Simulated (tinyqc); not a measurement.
# Square on-chip spiral inductor, lumped pi model: two studies

Outer diameter do = di + 2 n wd + 2 (n - 1) sp, mean da = (do + di)/2, fill p = (do - di)/(do + di), length l = 4 n da. L = 2.34 mu0 n^2 da/(1 + 2.75 p), mu0 = 4 pi 1e-7 H/m. Rs = rho l/(wd delta (1 - exp(-th/delta))), delta = sqrt(rho/(pi f mu0)). Cs = n wd^2 eps0 eo/hu across the coil. At each end Cox = l wd eps0 eo/(2 ho) leads to the substrate branch Rsi = 2 rs he/(l wd) in parallel with Csi = l wd eps0 11.7/(2 he). With one end grounded Y = 1/(Rs + i w L) + i w Cs + 1/[1/(i w Cox) + 1/(1/Rsi + i w Csi)], w = 2 pi f; Q = -Im Y/Re Y. Eddy currents in neighbouring turns and in the substrate are left out.

Inputs (values chosen for the exercise); values of the order met in silicon radio-frequency processes:
```
symbol  value     unit                                     meaning
n         1.5                                      number of turns
wd         15       um                                  line width
sp        1.5       um                         space between turns
di         60       um                              inner diameter
th        3.4       um                             metal thickness
rho       2.2  uohm cm                           metal resistivity
ho        4.8       um                        oxide below the coil
hu        0.8       um            oxide between coil and underpass
eo        4.1                   relative permittivity of the oxide
rs         10   ohm cm                       substrate resistivity
he         80       um  effective spreading depth in the substrate
f         1.5      GHz                                   frequency
```

Constants: eps0 = 8.8541878128e-12 F/m. Results are converted to the units shown.

Each table varies one quantity; the others keep the values above.

## Quality factor against frequency

Apparent inductance Im(1/Y)/w; share of the loss Re(substrate branch)/Re Y.

Results:
```
f (GHz)	Rs (ohm)	w L/Rs	Q	apparent inductance (nH)	loss in the substrate (%)
1.1	0.41771	5.1547	5.1477	0.31169	0.076004
1.8	0.48686	7.2369	7.2018	0.31191	0.34573
2.9	0.57825	9.8167	9.6713	0.31237	1.1872
4.7	0.70380	13.072	12.564	0.31344	3.2524
13	1.1252	22.615	18.189	0.32484	16.046
21	1.4241	28.865	18.396	0.34831	28.620
34	1.8100	36.770	14.482	0.42995	45.426
55	2.3016	46.776	4.7222	1.0875	63.195
```

Estimate the missing row, f = 7.7 GHz.

Computed row:
```
f (GHz)	Rs (ohm)	w L/Rs	Q	apparent inductance (nH)	loss in the substrate (%)
7.7	0.87728	17.181	15.634	0.31626	7.5567
```

With this row back in the table: Q goes from 5.15 through a maximum of 18.4 (at f = 21 GHz among the rows listed) to 4.72; the exact peak is 18.7 at 17.3 GHz and Q reaches zero at the self-resonance, 64.6 GHz. The share of the substrate rises from 0.0760 to 63.2 %, and the apparent inductance ends at 3.49 times L. At the peak the substrate takes 22.9 % of the loss. For f = 55 the coil is longer than 0.15 of a wavelength in the oxide, where one lumped section is rough.

## Effect of the line width

Same model as above.

Peak Q and its frequency from a search over f; self-resonance where Im Y = 0; Q at the given f (negative beyond resonance).

Effect of the line width:
```
wd (um)	L (nH)	do (um)	peak Q	f of the peak (GHz)	self-resonance (GHz)	Q at f
2	0.3631	67.50	10.58	118.4	316.5	1.299
4	0.3455	73.50	13.92	64.96	192.5	2.360
6	0.3333	79.50	15.72	44.36	140.6	3.268
9	0.3215	88.50	17.27	29.68	100.9	4.439
13	0.3134	100.5	18.36	20.20	73.43	5.777
18	0.3105	115.5	19.02	14.09	54.61	7.233
25	0.3139	136.5	19.39	9.556	39.83	9.037
```

What does the table show?

As wd goes from 2 to 25, L goes from 0.363 through a minimum of 0.311 (at wd = 18 among the rows listed) to 0.314 nH, the peak Q rises from 10.6 to 19.4, its frequency falls from 118 to 9.56 GHz and the self-resonance falls from 316 to 39.8 GHz.

Computed by the program tinyqc: `OMP_NUM_THREADS=1 python tinyqc.py 2302054 2302055 out.jsonl`, one thread of a shared Intel Xeon 2.30GHz, about 0.01 s for the whole run.
